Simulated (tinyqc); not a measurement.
From results back to parameters: two-band k.p model of the Delta valleys near the X point under shear strain. Three cases, with inputs chosen for the exercise.

Problem. Under a shear strain exy (|eta| < 1) the valley on the [001] axis has ml(eta) = ml/(1 - eta^2), 1/m[110] = 1/mt + eta/Mp and 1/m[1-10] = 1/mt - eta/Mp with Mp > 0, eta = D exy/Delta, Delta = 2 c k0^2/ml, k0 = kx0 2 pi/a, c = hbar^2/2m0.

Constants: hbar^2/2m0 = 3.80998211 eV angstrom^2.

Case 1.

Values chosen (near those of Si; shifted at random, so the results belong to these values and not to a real crystal): a = 5.418 angstrom (lattice constant); ml = 0.893 m0 (longitudinal mass); kx0 = 0.145 2 pi/a (distance of the minimum from X); exy = 0.006 (shear strain).

m[110], m[1-10], ml(eta) (m0): 0.14590833  0.27642743  1.03510942

Case 2.

Values chosen (near those of Si; shifted at random, so the results belong to these values and not to a real crystal): a = 5.415 angstrom (lattice constant); ml = 0.906 m0 (longitudinal mass); kx0 = 0.157 2 pi/a (distance of the minimum from X); exy = 0.0065 (shear strain).

m[110], m[1-10], ml(eta) (m0): 0.15824532  0.28305243  1.00866992

Case 3.

Values chosen (near those of Si; shifted at random, so the results belong to these values and not to a real crystal): a = 5.424 angstrom (lattice constant); ml = 0.922 m0 (longitudinal mass); kx0 = 0.145 2 pi/a (distance of the minimum from X); exy = 0.0036 (shear strain).

m[110], m[1-10], ml(eta) (m0): 0.16362398  0.23523209  0.96994233

Find: mt; eta; Mp; D.

Solution. The mean of the two inverse transverse masses is 1/mt; eta^2 = 1 - ml/ml(eta), with the sign of 1/m[110] - 1/m[1-10] = 2 eta/Mp, which then gives Mp; D = eta Delta/exy.

Case 1.

mt = 0.191 m0
eta = 0.3705
Mp = 0.229 m0
D = 14.9 eV

Case 2.

mt = 0.203 m0
eta = 0.3190
Mp = 0.229 m0
D = 13.7 eV

Case 3.

mt = 0.193 m0
eta = 0.2223
Mp = 0.239 m0
D = 14.4 eV

Computed by tinyqc, one run a case: `OMP_NUM_THREADS=1 python tinyqc.py N N+1 out.jsonl` with N = 1080136, 1080145, 1080151; one thread of a shared Intel(R) Xeon(R) Processor @ 2.30GHz, about 0.01 s a run at most.
